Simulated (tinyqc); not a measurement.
Wannier-Stark ladder of a miniband, step by step. Values are carried at full precision from step to step, so a last printed digit may differ when a step is redone from the rounded ones.

One state in each well j = -(Nw - 1)/2 ... (Nw - 1)/2: H_jj = j e F d, H_(j,j+1) = -W/4; 1 kV/cm = 0.01 meV/angstrom. In an infinite chain the levels are j e F d and the state of well 0 has amplitude J_j(x) in size on well j, x = W/(2 e F d).

Constants: hbar = 6.58211957e-16 eV s.

Parameters, chosen for this exercise (near those of a GaAs/AlGaAs superlattice; shifted at random, so the results belong to these values and not to a real crystal): W = 16 meV (miniband width); d = 93 angstrom (period); F = 3.6 kV/cm (field); Nw = 11 (wells).

## Scales

Give e F d, x, the Bloch frequency e F d/(2 pi hbar) and period, and the swing W/(e F) of a wave packet.

e F d = 3.348 meV
x = 2.3895
frequency = 0.810 THz
period = 1.235 ps
swing = 444 angstrom

## The matrix

Fill it in.

H (meV):
```
         -5       -4       -3      -2      -1       0       1       2       3       4       5
-5  -16.740   -4.000        0       0       0       0       0       0       0       0       0
-4   -4.000  -13.392   -4.000       0       0       0       0       0       0       0       0
-3        0   -4.000  -10.044  -4.000       0       0       0       0       0       0       0
-2        0        0   -4.000  -6.696  -4.000       0       0       0       0       0       0
-1        0        0        0  -4.000  -3.348  -4.000       0       0       0       0       0
0         0        0        0       0  -4.000       0  -4.000       0       0       0       0
1         0        0        0       0       0  -4.000   3.348  -4.000       0       0       0
2         0        0        0       0       0       0  -4.000   6.696  -4.000       0       0
3         0        0        0       0       0       0       0  -4.000  10.044  -4.000       0
4         0        0        0       0       0       0       0       0  -4.000  13.392  -4.000
5         0        0        0       0       0       0       0       0       0  -4.000  16.740
```

## Levels and the middle state

Diagonalise; give the levels, their spacings and the weights of the middle level on the wells.

levels (meV): -20.055  -14.526  -10.328  -6.739  -3.352  0.000  3.352  6.739  10.328  14.526  20.055

spacings (meV): 5.529  4.198  3.589  3.387  3.352  3.352  3.387  3.589  4.198  5.529

weights: 0.0002  0.0040  0.0384  0.1843  0.2730  0.0001  0.2730  0.1843  0.0384  0.0040  0.0002

The spacing in the middle is 1.0011 e F d and at the ends 1.651 e F d; states that reach the ends of the stack are pushed apart.

## Bessel amplitudes

With x = W/(2 e F d): J_j(x)^2 for j = 0 to 5, their running sum over -j ... j, and the spread sqrt(sum j^2 J_j^2) = x/sqrt2. For a hole fixed in well 0 the J_j^2 are the strengths of the optical lines at j e F d.

Weights:
```
j   J_j^2     sum
0  0.0001  0.0001
1  0.2729  0.5459
2  0.1843  0.9145
3  0.0385  0.9914
4  0.0040  0.9995
5  0.0003  1.0000
```

spread = 1.690 periods

The strongest line is j = +/-1.

## Checks

- Weight on well 1 of the middle state of 61 wells against J_1(x)^2: both 0.2729.

(tinyqc, `OMP_NUM_THREADS=1 python tinyqc.py 1280506 1280507 out.jsonl`, Intel(R) Xeon(R) Processor @ 2.30GHz, 1 thread, shared host, about 0.01 s.)
